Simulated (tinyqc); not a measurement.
Inputs raised by 2 %, one at a time: self-heating of a transistor with one or more fingers, with temperature-dependent conductivity. Computed by tinyqc, a small Python program. Command: `OMP_NUM_THREADS=1 python tinyqc.py 3026066 3026067 out.jsonl selfheat sens`. One thread of a shared host (Intel(R) Xeon(R) Processor @ 2.30GHz), about 0.3 s of CPU time with the checks.

N long parallel fingers lie on the top face of a slab whose bottom is held at T_0; the top is otherwise insulated, and heat flows in two dimensions. P in W/mm is 1000 P in W/m.

Inputs (values chosen for the exercise, modelled on silicon):
```
quantity                                      value           unit
conductivity at the base temperature kappa_0    156        W/(m K)
exponent m in kappa ~ T^-m                     1.35              -
base temperature T_0                            298              K
power per gate width P                          1.4           W/mm
fingers N                                         1              -
finger pitch s                                   52     micrometre
width of the heat source w                     0.29     micrometre
substrate thickness t                           390     micrometre
phonon free path Lambda                         100             nm
heat capacity C                                1.64  1e6 J/(m^3 K)
pulse length                                    2.7    microsecond
```

Power: fixed power.

Method:
- A line source of power P on the top face raises the top at distance x by (P/(pi kappa_0)) g(x), g(x) = -ln tanh(pi x/(4 t)) (the image sum for the slab). On a strip of width w the centre sees the mean of g over the strip, g_0 = 1 + ln(8 t/(pi w)) for w much below t.
- theta_i = (P/(pi kappa_0)) [g_0 + sum over j != i of g(|i - j| s)], with equal powers and constant conductivity; thermal resistance = largest theta/P.
- Kirchhoff transformation for kappa = kappa_0 (T/T_0)^-m: T = T_0 [1 - (m - 1) theta/T_0]^(-1/(m - 1)), where theta is the linear rise.
- The bracket vanishes at the power P T_0/((m - 1) theta).
- Near a source smaller than the free path, Fourier's law overstates the flow. Rough estimate: a strip that emits phonons into a half space adds a resistance times area of 4 Lambda/(3 kappa_0), from the ballistic flux C v Delta T/4 with kappa_0 = C v Lambda/3, so Delta T_b = 4 Lambda P/(3 kappa_0 w); Knudsen number Lambda/w.
- After switching on, theta(tau) = (P D/kappa_0) int_0^tau X(u) Z(u) du at the hottest finger, D = kappa_0/C; X = sum over fingers at distance x of [erf((x + w/2)/r) - erf((x - w/2)/r)]/(2 w), Z = sum_(j=-200..200) (-1)^j exp(-(2 j t/r)^2)/sqrt(pi D u), r = 2 sqrt(D u); trapezoid rule on 300 points evenly spaced in ln u from u_0 = 1e-3 min(tau, w^2/D) to tau, plus the exact piece 2 sqrt(u_0/(pi D))/w below u_0. Conductivity and power are held at their base values here, and Fourier's law is used even where the diffusion length is near a phonon free path.

Runs; columns: (1) input moved; (2) from; (3) to; (4) true rise (K); (5) ballistic rise Delta T_b (K); (6) linear rise after the pulse (K); (7) true rise / linear rise:
```
(1)                                                      (2)     (3)     (4)     (5)     (6)     (7)
base run                                                   -       -  27.730  4.1261  17.453  1.0622
conductivity at the base temperature kappa_0 (W/(m K))   156  159.12  27.153  4.0452  17.139  1.0609
exponent m in kappa ~ T^-m                              1.35   1.377  27.765  4.1261  17.453  1.0636
power per gate width P (W/mm)                            1.4   1.428  28.319  4.2087  17.802  1.0635
finger pitch s (micrometre)                               52   53.04  27.730  4.1261  17.453  1.0622
width of the heat source w (micrometre)                 0.29  0.2958  27.666  4.0452  17.397  1.0621
phonon free path Lambda (nm)                             100     102  27.730  4.2087  17.453  1.0622
pulse length (microsecond)                               2.7   2.754  27.730  4.1261  17.482  1.0622
```

Exponents ln(y'/y) / ln(x'/x):
```
input                                         true rise  ballistic rise Delta T_b  linear rise after the pulse  true rise / linear rise
conductivity at the base temperature kappa_0     -1.061                        -1                       -0.917                   -0.061
exponent m in kappa ~ T^-m                        0.064                         0                        0.000                    0.064
power per gate width P                            1.062                         1                        1.000                    0.062
finger pitch s                                    0.000                         0                        0.000                    0.000
width of the heat source w                       -0.116                        -1                       -0.162                   -0.007
phonon free path Lambda                           0.000                         1                        0.000                    0.000
pulse length                                      0.000                         0                        0.084                    0.000
```

Which inputs matter most for each result?

Among the inputs moved here: true rise answers most in size to power per gate width P (exponent +1.062), and about equally to conductivity at the base temperature kappa_0 (-1.061); its exponent is below 0.0005 for finger pitch s, phonon free path Lambda, pulse length. Ballistic rise Delta T_b answers most in size to conductivity at the base temperature kappa_0 (exponent -1.000), and about equally to power per gate width P (+1.000), phonon free path Lambda (+1.000), width of the heat source w (-1.000); its exponent is below 0.0005 for exponent m in kappa ~ T^-m, finger pitch s, pulse length. Its exponent -1.000 in width of the heat source w: the ballistic term goes as the flux P/w. Linear rise after the pulse answers most in size to power per gate width P (exponent +1.000), next to conductivity at the base temperature kappa_0 (-0.917); its exponent is below 0.0005 for exponent m in kappa ~ T^-m, finger pitch s, phonon free path Lambda. True rise / linear rise answers most in size to exponent m in kappa ~ T^-m (exponent +0.064), next to power per gate width P (+0.062); its exponent is below 0.0005 for finger pitch s, phonon free path Lambda, pulse length.
